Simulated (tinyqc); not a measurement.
# Read current of a NAND string, cells in series solved by shooting: effect of the position of the selected cell

Cells in series, numbered from 0 at the source line (0 V) to the bit line, each followed by a gap resistance Rg. A cell with gate Vg, threshold VT, source Vs and drain Vd passes I = 2 nf K Vt^2 [F(Vs) - F(Vd)]/(1 + th max(Vg - VT, 0)), F(V) = ln^2(1 + exp((Vg - VT - nf V)/(2 nf Vt))). The selected cell has Vg = Vr, the others Vg = Vp.

For a trial current I start at 0 V and, cell by cell, solve for the drain: sqrt(F(Vd)) = sqrt(F(Vs) - I/k), k = 2 nf K Vt^2/(1 + th max(Vg - VT, 0)), Vd = [Vg - VT - 2 nf Vt ln(exp(sqrt F) - 1)]/nf, then add I Rg. The string current is the I for which the last node reaches Vbl. The apparent threshold is the Vr at which I = Is. Background: all other cells erased (VT = Ve) or all in the highest state (VT = Vh); ratio and shift are high over erased and high minus erased. The string has 32 cells, numbered from the source.

Values chosen for this exercise; values of the order met in vertical NAND strings:
- T = 300 K (temperature)
- K = 26 uA/V^2 (gain factor of a cell)
- nf = 2.1 (slope factor)
- th = 0.18 1/V (mobility reduction factor)
- Rg = 11 kohm (resistance of the gap between cells)
- Vbl = 0.3 V (bit-line voltage)
- Vp = 6.4 V (pass voltage)
- Ve = -2.2 V (threshold of an erased cell)
- Vh = 4.3 V (threshold of the highest state)
- Vx = 0.4 V (threshold of the selected cell)
- Is = 10 nA (sensing current)
- Vr = 0.88 V (read voltage on the selected word line)

Constants: q = 1.602176634e-19 C, kB = 1.380649e-23 J/K, Vt = kB T/q. Results are converted to the units shown.

Effect of the position of the selected cell:
```
j	I, others erased (uA)	I, others high (uA)	ratio	apparent VT, erased (V)	apparent VT, high (V)	background shift (mV)
0	0.3677	0.2177	0.5922	0.3128	0.3128	3.725e-4
4	0.3588	0.2152	0.5998	0.3147	0.3159	1.164
9	0.3421	0.2102	0.6145	0.3170	0.3197	2.624
13	0.3223	0.2037	0.6322	0.3189	0.3227	3.794
18	0.2893	0.1903	0.6576	0.3213	0.3265	5.262
22	0.2610	0.1749	0.6702	0.3232	0.3296	6.439
27	0.2295	0.1543	0.6721	0.3255	0.3334	7.914
31	0.2087	0.1396	0.6689	0.3274	0.3365	9.098
```

From the source end to the bit-line end the apparent VT with high neighbours rises from 0.3128 to 0.3365 V and the background shift rises from 3.72e-4 to 9.10 mV. Cells and gaps on the source side raise the source of the selected cell, which costs nf times that voltage in gate drive; those on the drain side only lower its drain voltage.

Program tinyqc, `OMP_NUM_THREADS=1 python tinyqc.py 2142255 2142256 out.jsonl`; Intel Xeon 2.30GHz, shared host, one thread, about 0.4 s.
